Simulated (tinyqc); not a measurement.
Size effects in the resistivity of thin metal films and interconnect lines: one step, computed by the program tinyqc.

Electrons lose their drift at surfaces (a share 1 - p of the hits) and at grain boundaries (reflection R), besides bulk scattering.

Question. Grain boundaries. Mayadas-Shatzkes: alpha = (lambda/D) R/(1 - R); rho_b/rho = 1 - 3 alpha/2 + 3 alpha^2 - 3 alpha^3 ln(1 + 1/alpha).

Inputs (values chosen for the exercise, modelled on aluminium): bulk mean free path lambda = 18.7 nm; grain-boundary reflection R = 0.14.

Geometry: film.

grain size D = 8.4 nm

Give: alpha; rho/rho_b from grains.

Answer.

alpha = 0.3624

rho/rho_b from grains = 1.512

The linear estimate 1 + 3 alpha/2 gives 1.544, 2 % high; at large alpha the slope is 4/3.
